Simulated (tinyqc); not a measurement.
CMOS inverter, nodal equation and switching: one step of the calculation.

An n-channel pull-down (bn, VTn) and a p-channel pull-up (bp, VTp) share the input Vin and the output node Vout, which carries the load C. Transistor (EKV form, voltages against the body): I = 2 n b Vt^2 [F(vp - Vs) - F(vp - Vd)] from drain to source, F(v) = ln^2(1 + exp(v/(2 Vt))), vp = (Vg - VT + sg |Vd - Vs|)/n. n-channel bodies are at 0; for the p-channel device all voltages are counted down from Vdd. b in uA/V^2 gives I in uA. Static: In = Ip. Transient: C dVout/dt = Ip - In. No velocity saturation, no gate capacitance beyond C.

Task. Output voltage by Newton steps. f = In - Ip at (Vin, Vout); G = df/dVout by a central difference with +/- 1e-6 V; Vout(new) = Vout - f/G.

Parameters, values chosen for the exercise: temperature T = 293 K; supply voltage Vdd = 0.6 V; slope factor n = 1.3; drain-induced barrier lowering sg = 0.046; n-channel threshold VTn = 0.35 V; p-channel threshold (magnitude) VTp = 0.33 V; gain factor of the pull-down transistor bn = 660 uA/V^2; gain factor of the pull-up transistor bp = 860 uA/V^2; input voltage Vin = 0.24 V.

Constants: q = 1.602176634e-19 C, kB = 1.380649e-23 J/K, Vt = kB T/q. Results are converted to the units shown.

Vout after iteration 1 = 1.3878253 V

Find: In; Ip; G; Vout after iteration 2.

Result.

In = 0.1769 uA
Ip = -390.8 uA
G = 969.2 uS
Vout after iteration 2 = 0.9844 V

The value that enters this step is an overshoot, farther from the solution than the start was, so its intermediate quantities are not physical.

Program tinyqc, `OMP_NUM_THREADS=1 python tinyqc.py 2340125 2340126 out.jsonl`; Intel Xeon 2.30GHz, shared host, one thread, about 0.05 s.
